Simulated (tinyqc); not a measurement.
Worked calculation: coupled-perturbed Hartree-Fock on RHF in the sto-3g basis, for BeH2, spin multiplicity 1. One step of it, computed by the program tinyqc.

Question. Response to a field: uncoupled start. Field along y; U_ai = -mu_ai / (e_a - e_i), alpha = -4 sum U_ai mu_ai.

orbital energies (hartree): MO1 -4.535044, MO2 -0.413817, MO3 -0.369405, MO4 0.206844, MO5 0.213690, MO6 0.357660, MO7 0.676629

dipole integrals <a|y|i> (bohr):
```
          i1         i2         i3
a4  0.000000   0.000000   0.235378
a5  0.000000   0.000000   0.000000
a6  0.000000   0.000000  -1.356741
a7  0.135824  -0.696987   0.000000
```

Give: uncoupled U; uncoupled polarisability.

Answer.

uncoupled U:
```
        i1     i2      i3
a4   0.000  0.000  -0.408
a5   0.000  0.000   0.000
a6   0.000  0.000   1.866
a7  -0.026  0.639   0.000
```

uncoupled polarisability = 12.308 bohr^3
